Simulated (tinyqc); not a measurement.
Screening unbinds the donor: static screening by free carriers.

kF = (3 pi^2 n/Mv)^(1/3), EF = c kF^2/m with c = hbar^2/2m0, n in 1/angstrom^3 (1e-24 per 1/cm^3), e2 = e^2/(4 pi eps0). Thomas-Fermi: qTF^2 = 6 pi e2 n/(eps EF). Debye: qD^2 = 4 pi e2 n/(eps kB T).

F_j(eta) = (1/Gamma(j + 1)) integral_0^infinity x^j dx/(1 + exp(x - eta)), which tends to exp(eta) for eta << 0.

At finite T: qs^2 = qD^2 F_-1/2(eta)/F_1/2(eta), where n = Mv N F_1/2(eta) and N = 2 (m kB T/(4 pi c))^(3/2) with c = hbar^2/2m0, in 1/angstrom^3; times 1e24 for 1/cm^3.

Donor in the screened potential -(e2/eps) exp(-qs r)/r with the trial function exp(-r/a): E(a) = c/(m a^2) - (e2/eps) 4/(a (2 + qs a)^2), e2 = e^2/(4 pi eps0), c = hbar^2/2m0; isotropic mass.

Constants: hbar^2/2m0 = 3.80998211 eV angstrom^2; e^2/(4 pi eps0) = 14.39964547 eV angstrom; kB = 8.617333262e-05 eV/K; a0 (Bohr radius) = 0.5291772105 angstrom.

Values chosen for the exercise (near those of InAs; the results hold for these values, not for the real material): m = 0.0257 m0 (mass of one isotropic valley); Mv = 1 (valleys); eps = 14.9 (background dielectric constant); T = 77 K.

All carriers n are taken as free and screen with qs(T); E(a) is minimised over a; a dash marks no bound state. aB = a0 eps/m.

Donor level:

| n (1/cm^3) | n^(1/3) aB | qs aB | E (meV) | a/aB |
|---|---|---|---|---|
| 3.0e+11 | 0.021 | 0.007 | -1.55 | 1.000 |
| 2.0e+12 | 0.039 | 0.019 | -1.52 | 1.000 |
| 1.0e+13 | 0.066 | 0.042 | -1.45 | 1.001 |
| 3.0e+13 | 0.095 | 0.072 | -1.36 | 1.004 |
| 1.0e+14 | 0.142 | 0.131 | -1.20 | 1.011 |
| 2.0e+14 | 0.179 | 0.185 | -1.06 | 1.022 |
| 6.0e+14 | 0.259 | 0.319 | -0.77 | 1.060 |
| 1.0e+15 | 0.307 | 0.410 | -0.61 | 1.097 |

aB = 306.8 angstrom

The level rises from -1.55 meV at the lowest density to -0.61 meV at 1e+15 1/cm^3, against -1.58 meV unscreened. It stays bound over this range. This trial function loses binding at qs aB = 1 and the exact Yukawa problem at 1.19; the Mott rule of thumb is n^(1/3) aB = 0.26, which the last bound row of this table passes: the rule belongs to low temperature, and thermal carriers screen more weakly.

tinyqc: `OMP_NUM_THREADS=1 python tinyqc.py 1650040 1650041 out.jsonl`; about 0.01 s, one thread, shared Intel(R) Xeon(R) Processor @ 2.30GHz.
